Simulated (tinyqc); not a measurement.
Finnis-Sinclair potential for a bcc metal: fit to cohesion and elasticity, then vacancy, surfaces and structure: one step, computed by the program tinyqc. Command: `OMP_NUM_THREADS=1 python tinyqc.py 3110820 3110821 out.jsonl fsfit walk`. One thread of a shared host (Intel(R) Xeon(R) Processor @ 2.30GHz), about 0.01 s of CPU time with the checks.

E = (1/2) sum V(r) - A sqrt(rho), rho = sum phi(r), phi = (r - d)^2 for r < d, V = (r - c)^2 (c0 + c1 r + c2 r^2) for r < c. In bcc the 8 first neighbours lie at sqrt(3) a/2 and the 6 second at a; both cut-offs lie below the third shell; Omega = a^3/2; E is per atom and z the number of atoms in a shell. The four constants A, c0, c1, c2 are fitted to E_c, zero pressure, B and C12 - C44 alone, so C44 and C11 - C12 are not matched singly; defects are unrelaxed.

Problem. Unrelaxed vacancy. E_v = -A sum_shells z [sqrt(rho - phi(r)) - sqrt(rho)] - (1/2) sum z V(r): the neighbours lose one bond each, and the atom is put back in the bulk.

Inputs (values chosen for the exercise, modelled on niobium):
```
quantity,value,unit
lattice constant a,3.3,angstrom
cohesive energy E_c,7.49,eV
density cut-off d/a,1.195,-
pair cut-off c/a,1.272,-
```

c0, c1, c2 (eV/angstrom^2, eV/angstrom^3, eV/angstrom^4): [-0.197044, 1.036480, -0.283024]

A = 3.212240 eV/angstrom

rho = 11.91305 angstrom^2

Give: V at the two shells; phi at the two shells; vacancy energy E_v; E_v/E_c.

Solution.

V at the two shells (eV): [0.8140, 0.1138]

phi at the two shells (angstrom^2): [1.179, 0.414]

vacancy energy E_v = 2.071 eV

E_v/E_c = 0.2765

A pair potential would give E_v = E_c; the square root lowers the ratio to 0.28.
